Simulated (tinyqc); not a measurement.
Scale length and length offset from two DIBL values.

Problem. DIBL = exp(-Le/(2 l)) + 2 exp(-Le/l) with Le = L - dL. Find l, dL and the drawn length for a DIBL of 100 mV/V.

DIBL at drawn lengths 76 and 120 nm (mV/V): 92.125350  17.058990

Answer. With e = exp(-Le/(2 l)), 2 e^2 + e = DIBL gives e and so Le/l at each length; Le/l is a straight line in L with slope 1/l.

l = 14.0 nm
dL = 5.10 nm
length for 100 mV/V = 74.0 nm

Numbers from tinyqc (`OMP_NUM_THREADS=1 python tinyqc.py 2002009 2002010 out.jsonl`; about 0.01 s on one thread of a shared Intel Xeon 2.30GHz).
